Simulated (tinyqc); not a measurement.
Limits against temperature: thermal and gravitational stress in a wafer during furnace and rapid thermal processing, and the onset of slip. Computed by tinyqc, a small Python program. Command: `OMP_NUM_THREADS=1 python tinyqc.py 3026971 3026972 out.jsonl slip walk`. One thread of a shared host (Intel(R) Xeon(R) Processor @ 2.30GHz), about 0.01 s of CPU time with the checks.

A thin free disc in plane stress, isotropic; T(r) = T_centre + dT (r/R)^n. Stress is positive in tension; sigma_SB = 5.670374419e-8 W/(m^2 K^4), g = 9.80665 m/s^2.

Inputs (values chosen for the exercise, modelled on silicon):
```
quantity                              value        unit
wafer radius R                          150          mm
thickness t                             775  micrometre
Young's modulus E                       141         GPa
expansion alpha                         4.1      1e-6/K
prefactor A of the critical stress  0.00036         MPa
energy U of the critical stress        1.06          eV
density rho                            2330      kg/m^3
heat capacity c                         963    J/(kg K)
conductivity k                         26.1     W/(m K)
wafer spacing s                           5          mm
```

Constants: k_B = 8.617333262e-05 eV/K.

Method. Critical resolved stress tau_c = A exp(U/(k_B T)), a form chosen for the exercise; slip when 0.492799 |s_tt(R)| > tau_c; allowed |dT| = tau_c (n + 2)/(0.492799 n alpha E). In a stack heated from the rim, heat flows inward by conduction and by radiation between wafers: k_eff = k + (16/3) sigma_SB T^3 s^2/t (a diffusion estimate with the spacing as path length). A steady ramp gives the parabolic lag dT = rho c (ramp) R^2/(4 k_eff); the allowed ramp uses n = 2.

For the parabolic profile:
```
T (K)  tau_c (MPa)  allowed |dT| (K)  k_eff (W/(m K))  allowed ramp (K/min)
1050        44.063            309.34           37.393                54.989
1125        20.179            141.66           39.990                26.931
1200        10.188             71.53           42.957                14.607
1275         5.575             39.14           46.320                 8.618
1350         3.262             22.90           50.102                 5.454
1425         2.019             14.18           54.329                 3.661
1500         1.311              9.21           59.025                 2.583
```

What follows from these numbers?

From 1050 to 1500 K the allowed difference falls 34 times and the allowed ramp 21 times; radiation, which grows as T^3, gives back a factor 1.58. Ramps must slow as the wafer gets hotter.
